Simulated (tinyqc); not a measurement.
Rutherford backscattering from a thin compound film on silicon: kinematics, yields, composition and thickness. From one set of inputs to another, one input at a time. Computed by tinyqc, a small Python program. Command: `OMP_NUM_THREADS=1 python tinyqc.py 3029667 3029668 out.jsonl rbs ladder`. One thread of a shared host (Intel(R) Xeon(R) Processor @ 2.30GHz), about 0.01 s of CPU time with the checks.

Singly charged helium ions (Z1 = 2, M1 = 4.0026 u) enter at the tilt angle a1 to the normal and leave at a2 = |180 - theta - tilt| in the same plane. The film is A B_x.

The inputs printed are set A. Set A is modelled on a helium beam on TaN; the values taken over come from a set modelled on a helium beam on NiSi. Inputs not listed in the table keep their values of set A, so the rows need not describe a real material.

Inputs (values chosen for the exercise, modelled on a helium beam on TaN):

| quantity | value | unit |
|---|---|---|
| beam energy E0 | 1.9 | MeV |
| scattering angle theta | 150 | degrees |
| tilt of the sample | 0 | degrees |
| heavy element: Z_A | 73 | - |
| heavy element: mass M_A | 180.9 | u |
| heavy element: stopping eps_A at 2 MeV | 113 | 1e-15 eV cm^2 |
| light element: Z_B | 7 | - |
| light element: mass M_B | 14 | u |
| light element: stopping eps_B at 2 MeV | 34.8 | 1e-15 eV cm^2 |
| atoms of B per atom of A, x | 0.933 | - |
| atomic density of the film | 89.6 | 1/nm^3 |
| film thickness d | 9.4 | nm |
| collected charge | 24 | microcoulomb |
| detector solid angle | 4.2 | msr |
| detector resolution (FWHM) | 12 | keV |

Constants: e^2/(4 pi eps_0) = 14.39964548 eV angstrom; e = 1.602176634e-19 C.

Method:
- Kinematic factor K = [(sqrt(M^2 - M1^2 sin^2 theta) + M1 cos theta)/(M + M1)]^2.
- Surface edges lie at K E0; substrate silicon has M = 28.09 u. Mass resolution at M_A = resolution/(E0 dK/dM).
- Stopping per atom eps(E) = eps(2 MeV) (E/2 MeV)^(-0.4) (a law chosen for the exercise); Bragg rule eps_film = (eps_A + x eps_B)/(1 + x); areal density N d, with 1/nm^2 = 0.1 x 1e15/cm^2.
- Width of the signal of element i: [K_i eps(E0)/cos a1 + eps(K_i E0)/cos a2] N d; depth resolution = resolution x d/width of A; energy lost on the way in = eps(E0) N d/cos a1.
- Rutherford cross section in the laboratory frame: sigma = (Z1 Z e^2/(4 pi eps_0 4E))^2 (4/sin^4 theta) (r + cos theta)^2/r, r = sqrt(1 - (M1 sin theta/M)^2), times the screening factor 1 - 0.049 Z1 Z^(4/3)/E (E in keV); 1 angstrom^2 = 1e8 barn.
- Counts = (charge/e) x solid angle x sigma(E_mean) x areal density of the element/cos a1, E_mean = E0 - half the energy lost on the way in; 1 barn = 1e-24 cm^2. The ratio of areas returns x = (Y_B/Y_A)(sigma_A/sigma_B), with the counting error sqrt(1/Y_A + 1/Y_B).

Each row keeps all changes above it:

| input moved | from | to | mass resolution at M_A (u) | counting error of x without background (%) | energy lost on the way in (keV) |
|---|---|---|---|---|---|
| set A | - | - | 15.020 | 2.3754 | 6.4697 |
| light element: stopping eps_B at 2 MeV (1e-15 eV cm^2) | 34.8 | 50 | 15.020 | 2.3750 | 7.1004 |
| atoms of B per atom of A, x | 0.933 | 0.938 | 15.020 | 2.3718 | 7.0932 |
| atomic density of the film (1/nm^3) | 89.6 | 84.9 | 15.020 | 2.4368 | 6.7211 |
| film thickness d (nm) | 9.4 | 6.9 | 15.020 | 2.8455 | 4.9336 |
| scattering angle theta (degrees) | 150 | 165 | 14.320 | 3.0215 | 4.9336 |
| beam energy E0 (MeV) | 1.9 | 2.1 | 12.956 | 3.3400 | 4.7400 |
| detector resolution (FWHM) (keV) | 12 | 14 | 15.115 | 3.3400 | 4.7400 |

Which inputs carry the difference?

Mass resolution at M_A goes from 15.0 to 15.1, a factor 1.006 in all. The largest single move comes from detector resolution (FWHM) (a factor 1.17), and beam energy E0 works against it (a factor 0.905). Counting error of x without background goes from 2.38 to 3.34, a factor 1.41 in all. The largest single move comes from film thickness d (a factor 1.17). Energy lost on the way in goes from 6.47 to 4.74, a factor 0.733 in all. The largest single move comes from film thickness d (a factor 0.734), and light element: stopping eps_B at 2 MeV works against it (a factor 1.10). The single moves hold for this order of the switches; the total does not depend on the order.

Extremes, crossings and ranges named in words are read from the listed rows.
